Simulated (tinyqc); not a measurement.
Worked calculation: tight binding, honeycomb lattice. One step of it, computed by the program tinyqc.

Question. Bloch Hamiltonian at k. H_AB = -t1 (1 + exp(-i k.a1) + exp(-i k.a2)); H_AA = delta - 2 t2 sum cos(k.b + phi), H_BB = -delta - 2 t2 sum cos(k.b - phi), b = a1, a2 - a1, -a2.

Parameters chosen for this model:
```
parameter,value,unit
t1,2.320000,"eV, nearest"
t2,0.130000,"eV, second neighbours"
phi,2.800000,"rad, phase of t2 (Haldane)"
delta,0,"eV, +/- on A and B"
```

k point k (fractions of the reciprocal vectors): -0.300000  -0.110000

Give: H(k) at k.

Answer.

H(k) at k (eV):
```
,A,B
A,0.2569,-3.3907-3.6853i
B,-3.3907+3.6853i,0.1496
```
